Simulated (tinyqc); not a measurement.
What each parameter does: heterojunction of two tight-binding chains.

Left chain: hopping -t1, sites at 2 t1 (band bottom 0). Right chain: hopping -t2, sites at dE + 2 t2 (bottom dE). t = c/(m a^2), c = hbar^2/2m0. The bond across the interface is -tc with tc = f sqrt(t1 t2), and the last left site has the extra energy U. In a chain E = bottom + 2t (1 - cos(ka)); the surface Green function of a half chain is g = -exp(ika)/t, with Im k > 0 where cos(ka) > 1.

Constants: hbar^2/2m0 = 3.80998211 eV angstrom^2.

Values chosen for the exercise (masses and offset of the size met at InGaAs / InAlAs; shifted at random, so the results belong to these values and not to a real crystal):

| symbol | value | unit | meaning |
|---|---|---|---|
| a | 5.65 | angstrom | site spacing |
| m1 | 0.038 | m0 | mass on the left |
| m2 | 0.071 | m0 | mass on the right |
| dE | 0.42 | eV | band offset |
| f | 1 |  | factor on the interface hopping |
| U | 0.24 | eV | extra energy on the last left site |
| E | 0.54 | eV | electron energy |

T = 4 Im(S1) Im(S2) |G|^2 with G = 1/(E - 2 t1 - U - S1 - S2), S1 = -t1 exp(i k1 a), S2 = -(tc^2/t2) exp(i k2 a). Each row changes one parameter from the base and keeps the others.

Results:

| case | T | k1 a | k2 a |
|---|---|---|---|
| base | 0.9544 | 0.4177 | 0.2680 |
| m1 = 0.0456 m0 | 0.9358 | 0.4582 | 0.2680 |
| m2 = 0.0852 m0 | 0.9699 | 0.4177 | 0.2937 |
| dE = 0.37 eV | 0.9806 | 0.4177 | 0.3194 |
| f = 0.9 | 0.8124 | 0.4177 | 0.2680 |
| U = 0.44 eV | 0.9390 | 0.4177 | 0.2680 |
| a = 4.52 angstrom | 0.9540 | 0.3333 | 0.2142 |

The largest shifts from the base row, up to three for each result and ties (the steps differ in size, so this ranks the rows, not the parameters). T: f -0.1420, dE +0.0262, m1 -0.0186. k1 a: a -0.0844, m1 +0.0405; unchanged at the printed digits by m2, dE, f and U. k2 a: a -0.0538, dE +0.0514, m2 +0.0258; unchanged at the printed digits by m1, f and U.

Run: tinyqc, `OMP_NUM_THREADS=1 python tinyqc.py 1481930 1481931 out.jsonl`; Intel(R) Xeon(R) Processor @ 2.30GHz, one thread, shared host; about 0.01 s of CPU time with all checks.
